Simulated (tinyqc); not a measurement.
Worked calculation: G0W0 on RHF in the sto-3g basis, for H3+, spin multiplicity 1. One step of it, computed by the program tinyqc.

Task: G0W0 on Hartree-Fock: LUMO. W(p,q,m) = sqrt2 sum_ia (pq|ia) (X+Y)_ia,m; Sigma_c(x) = sum_(i,m) W^2/(x - e_i + w_m) + sum_(a,m) W^2/(x - e_a - w_m); solve x = e_p + Sigma_c(x) by Newton steps; Z = 1/(1 - dSigma/dx); 1 hartree = 27.211386 eV.

orbital energies (hartree): MO1 -0.991654, MO2 -0.329608, MO3 0.292997

Two-electron integrals over orbitals (pq|rs), unique and non-zero (hartree):
```
(11|11) 0.576676    (21|11) -0.000038   (21|21) 0.145992    (22|11) 0.491658
(22|21) 0.000055    (22|22) 0.541269    (31|11) 0.095878    (31|21) 0.000013
(31|22) -0.036135   (31|31) 0.134681    (32|11) 0.000021    (32|21) -0.139122
(32|22) -0.000057   (32|31) -0.000031   (32|32) 0.156554    (33|11) 0.581502
(33|21) -0.000056   (33|22) 0.520305    (33|31) 0.084836    (33|32) 0.000044
(33|33) 0.622200
```

excitation energies w (hartree): 0.908251  1.530491

X + Y:
```
             1         2
1>2   0.853771  0.000021
1>3  -0.000038  0.916173
```

Give: The 12 largest terms at x = e_p; Newton steps; quasiparticle energy of the LUMO; Hartree-Fock value.

Result:

The 12 largest terms at x = e_p (hartree; W for the signs of X + Y given):

| q | m | W | term |
|---|---|---|---|
| 1 | 1 | 0.1763 | 0.0198 |
| 3 | 1 | -0.1680 | -0.0184 |
| 2 | 2 | -0.0468 | -0.0014 |
| 2 | 1 | 6.81e-05 | -5.10e-09 |
| 3 | 2 | -4.45e-05 | -9.21e-10 |
| 1 | 2 | 2.12e-05 | 2.05e-10 |

Newton steps (hartree):

| step | x | Sigma_c(x) | Z |
|---|---|---|---|
| 0 | -0.3296 | -7.68e-05 | 0.9751 |
| 1 | -0.3297 | -7.49e-05 | 0.9751 |

quasiparticle energy of the LUMO = -8.9711 eV

Hartree-Fock value = -8.9691 eV
